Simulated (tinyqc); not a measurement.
# AlGaN/GaN HEMT with access regions, lumped model: what changes with what

A polarisation-induced electron sheet under a Schottky gate, in series with two ungated access regions and contacts. Drift law v = mu E/(1 + mu E/vs) under the gate. Currents in mA/mm, resistances in ohm mm. No self-heating, no channel-length modulation; fits for polarisation, barrier and offset are chosen for the exercise.

Inputs (values chosen for the exercise); values close to those of AlGaN/GaN structures:

| symbol | value | unit | meaning |
|---|---|---|---|
| x | 0.33 |  | aluminium share of the barrier |
| d | 12 | nm | barrier thickness |
| eps_r | 9 |  | relative permittivity of barrier and channel |
| mu | 1400 | cm^2/(V s) | channel mobility |
| vs | 1.2e7 | cm/s | saturation velocity |
| Lg | 0.15 | um | gate length |
| Ls | 1.5 | um | source access length |
| Ld | 12 | um | drain access length |
| Rc | 0.45 | ohm mm | resistance of each contact |
| ft | 0 |  | share of the drain-access electrons removed by traps |
| Vg | 0 | V | gate voltage |

Constants: q = 1.602176634e-19 C, eps0 = 8.8541878128e-14 F/cm where lengths are in cm. Results are converted to the units shown.

Each table varies one quantity; the others keep the values above.

## Output curve without and with trapping

sigma = (5e13 x + 1.6e13 x^2) cm^-2, phiB = 0.84 + 1.3 x, dEc = 0.7 (1.71 x + x^2) in volts, Cb = eps0 eps_r/d, VT = phiB - dEc - q sigma/Cb, access density n0 = -Cb VT/q. Access resistance R(L, n) = L/(q mu n sqrt(1 - (I/(q n vs))^2)); Rs = Rc + R(Ls, n0), Rd = Rc + R(Ld, (1 - ft) n0). Vg' = Vg - I Rs, Vd' = Vd - I (Rs + Rd); with u = Vg' - VT, Vc = vs Lg/mu and w the smaller of Vd' and Vc [sqrt(1 + 2 u/Vc) - 1] (0 if negative), the channel gives (mu Cb/Lg)(u w - w^2/2)/(1 + w/Vc). I equals that channel current. The two columns take ft = 0 and ft = 0.3; collapse = 1 - (second)/(first).

Output curve without and with trapping:

| Vd (V) | I, ft = 0 (mA/mm) | I, ft = 0.3 (mA/mm) | collapse (%) |
|---|---|---|---|
| 0.25 | 50.24 | 38.39 | 23.58 |
| 0.5 | 100.4 | 76.74 | 23.57 |
| 1 | 200.4 | 153.1 | 23.57 |
| 2 | 397.8 | 303.9 | 23.61 |
| 3 | 589.7 | 450.1 | 23.67 |
| 4 | 773.7 | 590.0 | 23.75 |
| 6 | 1108 | 844.9 | 23.74 |
| 8 | 1333 | 1061 | 20.43 |
| 12 | 1333 | 1333 | 0.00 |

Read the table: what changes, and by how much?

Without trapping the current rises from 50.2 to 1330 mA/mm and first comes within 2 % of its last value at Vd = 8 V among the rows; with trapping that knee lies at 12 V. The collapse is 24 % in the first row, at most 24 % and 0 % in the last: once the gated channel saturates, the drain access only takes spare voltage. For Vd = 6 to 12 V the power passes 5 W/mm, where self-heating, left out here, lowers the current.

## Effect of the barrier thickness

Same model as above.

Isat is I at Vd = 10 V, gm = dIsat/dVg, Ron the limit of Vd/I at small Vd.

Effect of the barrier thickness:

| d (nm) | VT (V) | n0 (cm^-2) | Ron (ohm mm) | Isat (mA/mm) | gm (mS/mm) |
|---|---|---|---|---|---|
| 8 | -2.136 | 1.328e13 | 5.482 | 925.3 | 465.2 |
| 11 | -3.237 | 1.464e13 | 5.058 | 1246 | 403.6 |
| 14 | -4.337 | 1.541e13 | 4.849 | 1486 | 352.6 |
| 18 | -5.804 | 1.604e13 | 4.694 | 1716 | 170.0 |
| 22 | -7.271 | 1.644e13 | 4.602 | 1792 | 44.91 |
| 27 | -9.105 | 1.677e13 | 4.528 | 1837 | 21.16 |
| 33 | -11.31 | 1.704e13 | 4.471 | 1869 | 12.41 |

What does the table show?

As d goes from 8 to 33 nm, Ron falls from 5.48 to 4.47 ohm mm, Isat rises from 925 to 1870 mA/mm and gm falls from 465 to 12.4 mS/mm. VT falls from -2.14 to -11.3 V. In every row the power passes 5 W/mm, where self-heating, left out here, lowers the current. At d = 33 nm the barrier is thick and rich enough in aluminium to relax or crack. For d = 18 to 33 nm the gated channel is not yet saturated at 10 V, because the access regions take the voltage, and gm drops.

## Effect of the aluminium share of the barrier

Same model as above.

Result of one run:

| x | VT (V) | n0 (cm^-2) | Ron (ohm mm) | Isat (mA/mm) | gm (mS/mm) |
|---|---|---|---|---|---|
| 0.27 | -2.722 | 1.128e13 | 6.294 | 922.2 | 357.1 |

What becomes of these results when the aluminium share of the barrier x is changed from 0.27 to 0.22, all else the same?

Result of the changed run:

| x | VT (V) | n0 (cm^-2) | Ron (ohm mm) | Isat (mA/mm) | gm (mS/mm) |
|---|---|---|---|---|---|
| 0.22 | -2.012 | 8.339e12 | 8.197 | 609.8 | 324.4 |

The whole series:

| x | VT (V) | n0 (cm^-2) | Ron (ohm mm) | Isat (mA/mm) | gm (mS/mm) |
|---|---|---|---|---|---|
| 0.12 | -0.6609 | 2.739e12 | 23.12 | 112.0 | 193.4 |
| 0.17 | -1.325 | 5.492e12 | 11.98 | 333.6 | 276.1 |
| 0.22 | -2.012 | 8.339e12 | 8.197 | 609.8 | 324.4 |
| 0.27 | -2.722 | 1.128e13 | 6.294 | 922.2 | 357.1 |
| 0.32 | -3.454 | 1.432e13 | 5.150 | 1262 | 381.2 |
| 0.37 | -4.210 | 1.745e13 | 4.388 | 1626 | 399.9 |
| 0.42 | -4.988 | 2.067e13 | 3.844 | 2011 | 415.1 |

As x goes from 0.12 to 0.42, Ron falls from 23.1 to 3.84 ohm mm, Isat rises from 112 to 2010 mA/mm and gm rises from 193 to 415 mS/mm. VT falls from -0.661 to -4.99 V. For x = 0.22 to 0.42 the power passes 5 W/mm, where self-heating, left out here, lowers the current.

Program tinyqc, `OMP_NUM_THREADS=1 python tinyqc.py 2570135 2570136 out.jsonl`; Intel Xeon 2.30GHz, shared host, one thread, about 0.03 s.
